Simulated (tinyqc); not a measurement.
Worked calculation: strain, valley repopulation and piezoresistance in a many-valley conduction band. Computed by tinyqc, a small Python program that keeps every step. Command: `OMP_NUM_THREADS=1 python tinyqc.py 3029147 3029148 out.jsonl valleys walk`. One thread of a shared host (Intel(R) Xeon(R) Processor @ 2.30GHz), about 0.02 s of CPU time with the checks. Intermediate numbers are printed to about 6 digits and carried at full precision; extremes and crossings named in words are read from the listed rows.

Valleys are ellipsoids with mass m_l along the axis a and m_t across it, parabolic, with one constant relaxation time; strain shifts the valleys and leaves the masses alone. Currents are taken along [100], along the load, and along [010], across the load.

Inputs (values chosen for the exercise, modelled on silicon):

| quantity | value | unit |
|---|---|---|
| longitudinal mass m_l | 0.915 | m_0 |
| transverse mass m_t | 0.192 | m_0 |
| shear deformation potential Xi_u | 8.95 | eV |
| dilation deformation potential Xi_d | 1.1 | eV |
| C11 | 166 | GPa |
| C12 | 64.3 | GPa |
| C44 | 78.8 | GPa |
| stress X (tension positive) | -130 | MPa |
| electron density n | 2e+17 | 1/cm^3 |
| relaxation time tau | 83 | fs |
| temperature T | 100 | K |

Valley axes: <100> (6 valleys in 3 pairs). Load: uniaxial [100].

Constants: k_B = 8.617333262e-05 eV/K; m_0 = 9.1093837015e-31 kg; k_B = 1.380649e-23 J/K; hbar = 1.054571817e-34 J s; e = 1.602176634e-19 C.

## Strain

Compliances S11 = (C11 + C12)/((C11 - C12)(C11 + 2 C12)), S12 = -C12/((C11 - C12)(C11 + 2 C12)), S44 = 1/C44; stress sigma_ij = X n_i n_j for the unit vector n of the load; e_xx = S11 sigma_xx + S12 (sigma_yy + sigma_zz), e_xy = S44 sigma_xy/2 (tensor strain).

strain tensor (%):
```
            x          y          z
x  -0.0999272  0.0000000  0.0000000
y   0.0000000  0.0278998  0.0000000
z   0.0000000  0.0000000  0.0278998
```

## Valley shifts

Herring-Vogt shift of a valley with unit axis a: dE = Xi_d tr(e) + Xi_u a.e.a.

shifts dE (meV): x -9.42889, y 2.01163, z 2.01163

splitting (highest minus lowest) = 11.4405 meV

Lowest: x; the splitting is 1.33 k_B T.

## Populations

Each of the 6 valleys holds n_v = N_v (2/sqrt(pi)) F_1/2((E_F - dE_v)/(k_B T)), N_v = 2 (m_d k_B T/(2 pi hbar^2))^(3/2), m_d = (m_l m_t^2)^(1/3); E_F solves sum n_v = n and is counted from the unstrained edge. F_j(eta) = int_0^infinity x^j/(1 + exp(x - eta)) dx, without a gamma-function factor. It is evaluated after integrating by parts. Integrals over x = E/(k_B T) use 160 Gauss-Legendre points in u = sqrt(x) from 0 to sqrt(max(eta, 0) + 32).

Fermi level E_F = -31.7371 meV

share of the electrons (per pair): x 0.649219, y 0.175391, z 0.175391

## Mobility tensor and resistance change

Mobility tensor mu = e tau sum_v (n_v/n) [1/m_t + (1/m_l - 1/m_t) a a^T]; unstrained mu_0 = e tau (1/m_l + 2/m_t)/3; resistivity along d from the inverse tensor, rho_d = d.mu^-1.d/(n e), mobility along d = 1/(d.mu^-1.d); gauge pi_d = (rho_d/rho_0 - 1)/X.

mobility tensor (cm^2/(V s)):
```
         x        y        z
x  370.286    0.000    0.000
y    0.000  654.952    0.000
z    0.000    0.000  654.952
```

unstrained mobility mu_0 = 560.063 cm^2/(V s)

mobility along the first direction = 370.286 cm^2/(V s)

mobility along the second direction = 654.952 cm^2/(V s)

resistance change along the first direction = 51.2516 %

resistance change along the second direction = -14.4879 %

The mobility lies between e tau/m_l = 160 and e tau/m_t = 760; the trace stays at 3 mu_0. Along the first direction the filled valleys present more of their heavy mass.

## Linear piezoresistance coefficients

With eta_0 the reduced Fermi level without strain, r = F_-1/2(eta_0)/(2 F_1/2(eta_0)) (1 for a classical gas) and c = r (Xi_u/k_B T) (m_l - m_t)/(2 m_l + m_t): pi11 = -(2/3) c (S11 - S12), pi12 = -pi11/2, pi44 = 0, with S11 - S12 = 1/(C11 - C12).

eta_0 = -3.26796

degeneracy factor r = 0.986901

pi11 = -240.253 1e-11/Pa

pi12 = 120.126 1e-11/Pa

pi44 = 0 1e-11/Pa

The gas is classical, so the coefficients follow 1/T.

## Full result against the linear law

Linear theory: pi_l = pi11, pi_t = pi12.

Resistance changes (%); at 2000 MPa the strain is near or above 1 %, where band warping, left out here, matters:

| X (MPa) | splitting (meV) | largest share | first direction | linear | second direction | linear |
|---|---|---|---|---|---|---|
| -2000 | 176.008 | 1.000000 | 251.042 | 480.506 | -26.3388 | -240.253 |
| -1000 | 88.004 | 0.999924 | 250.941 | 240.253 | -26.3366 | -120.126 |
| -400 | 35.202 | 0.966237 | 211.445 | 96.101 | -25.3429 | -48.051 |
| -150 | 13.201 | 0.693642 | 63.000 | 36.038 | -16.1954 | -18.019 |
| -50 | 4.400 | 0.452728 | 14.689 | 12.013 | -6.0183 | -6.006 |
| 50 | 4.400 | 0.384058 | -9.815 | -12.013 | 5.7544 | 6.006 |
| 150 | 13.201 | 0.450616 | -20.103 | -36.038 | 14.3916 | 18.019 |
| 400 | 35.202 | 0.495748 | -25.840 | -96.101 | 21.0980 | 48.051 |
| 1000 | 88.004 | 0.499991 | -26.338 | -240.253 | 21.7691 | 120.126 |
| 2000 | 176.008 | 0.500000 | -26.339 | -480.506 | 21.7706 | 240.253 |

Along the first direction the linear law holds within 10 % for 1 of the 10 stresses, at -1000 MPa. At the largest compression the full change is +251.0 % against the linear +480.5 %, at the largest tension -26.3 % against -480.5 %: once the splitting is comparable with k_B T (or E_F) the populations no longer follow it linearly, and the change must saturate when the upper valleys are empty.

Checks made by the program: trace of the tensor against 3 mu_0 (relative difference below 1e-10); linear coefficients against the full calculation at 0.01 MPa (relative difference 4e-05).
